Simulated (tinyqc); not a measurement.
# Capacitance measurement on a leaky thin oxide: effects of series resistance and leakage: two studies

The device is a capacitance C in parallel with a leakage conductance G, in series with Rs and Ls. An impedance meter reports either a parallel pair (Cp, Gp) from Y = 1/Z = Gp + i w Cp or a series pair (Cs, Rm) from Z = Rm + 1/(i w Cs); w = 2 pi f, dissipation D = Gp/(w |Cp|).

Inputs (values chosen for the exercise); values of the order met in thin-oxide MOS capacitors:
```
symbol,value,unit,meaning
eox,25.2,,relative permittivity of the gate insulator (close to zirconium oxide)
tox,8.4,nm,insulator thickness
A,2500,um^2,gate area
zc,0.49,nm,oxide-equivalent thickness added by the accumulation layer
zp,0,nm,oxide-equivalent thickness added by gate depletion
Jg,0.19,A/cm^2,"gate leakage current density, not matched to the thickness"
Vs,0.32,V,voltage for an e-fold rise of the leakage
Rs,290,ohm,series resistance
Ls,0,nH,series inductance
f,10000,Hz,measuring frequency
```

Constants: eps0 = 8.8541878128e-14 F/cm where lengths are in cm. Results are converted to the units shown.

Each table varies one quantity; the others keep the values above.

## Readings against frequency

EOT = 3.9 tox/eox; CET = EOT + zc + zp; C = 3.9 eps0 A/CET; G = Jg A/Vs. Z = Rs + i w Ls + 1/(G + i w C); CET read from Cp = 3.9 eps0 A/Cp; errors under 0.001 % are printed as 0.

The same in every row: C (pF) = 48.23.

Readings against frequency:
```
f (Hz)	Cp (pF)	Cs (pF)	D	error of Cp (%)	error of Cs (%)	CET read from Cp (nm)
1000	47.82	1.158e5	49.20	-0.855	2.40e5	1.805
3000	47.82	1.291e4	16.40	-0.855	2.67e4	1.805
10000	47.82	1205	4.920	-0.855	2400	1.805
30000	47.82	176.8	1.642	-0.856	267	1.805
1e5	47.81	59.80	0.5007	-0.863	24.0	1.806
3e5	47.78	49.51	0.1903	-0.924	2.67	1.807
1e6	47.45	48.34	0.1371	-1.61	0.240	1.819
3e6	44.73	48.24	0.2800	-7.25	0.0267	1.930
1e7	27.08	48.23	0.8837	-43.8	2.40e-3	3.188
3e7	6.060	48.23	2.638	-87.4	0	14.25
```

What does the table show?

D goes from 49.2 through a minimum of 0.137 (at f = 1e6 Hz among the rows listed) to 2.64; without inductance its minimum lies at f = sqrt(G (1 + G Rs)/Rs)/(2 pi C) = 7.48e5 Hz. The error of Cp goes from -0.855 to -87.4 % and that of Cs from 2.40e5 to 0 %; at low frequency Cp tends to C/(1 + G Rs)^2 and Cs grows as 1 + (G/(w C))^2. One of the two readings is within 2 % of C for f = 1000, 3000, 10000, 30000, 1e5, 3e5, 1e6, 3e6, 1e7, 3e7 Hz. For f = 1000, 3000, 10000, 30000, 3e7 D exceeds 1, where the accuracy of real meters degrades in proportion to sqrt(1 + D^2).

## Effect of the gate area

Same model as above.

Rs is held fixed.

Results:
```
A (um^2)	C (pF)	Cp (pF)	Cs (pF)	D	error of Cp (%)	error of Cs (%)	CET read from Cp (nm)
20	0.38582	0.38580	9.6438	4.8987	-6.89e-3	2400	1.7901
70	1.3504	1.3501	33.753	4.8991	-0.0241	2400	1.7904
200	3.8582	3.8556	96.438	4.9003	-0.0688	2400	1.7912
600	11.575	11.551	289.31	4.9038	-0.206	2400	1.7937
2000	38.582	38.318	964.38	4.9161	-0.685	2400	1.8024
10000	192.91	186.43	4821.9	4.9864	-3.36	2400	1.8522
40000	771.65	675.29	19288	5.2499	-12.5	2400	2.0454
```

Estimate the missing row, A = 5000 um^2.

Computed row:
```
A (um^2)	C (pF)	Cp (pF)	Cs (pF)	D	error of Cp (%)	error of Cs (%)	CET read from Cp (nm)
5000	96.456	94.816	2411.0	4.9424	-1.70	2400	1.8210
```

With this row back in the table: As A goes from 20 to 40000, the error of Cp goes from -0.00689 to -12.5 %, that of Cs from 2400 to 2400 %, and D rises from 4.90 to 5.25. The CET read from Cp goes from 1.79 to 2.05 nm against the true 1.79 nm. G/(w C) does not depend on the area, while G Rs and w C Rs grow with it. In every row D exceeds 1, where the accuracy of real meters degrades in proportion to sqrt(1 + D^2).

Computed by the program tinyqc: `OMP_NUM_THREADS=1 python tinyqc.py 2022169 2022170 out.jsonl`, one thread of a shared Intel Xeon 2.30GHz, about 0.01 s for the whole run.
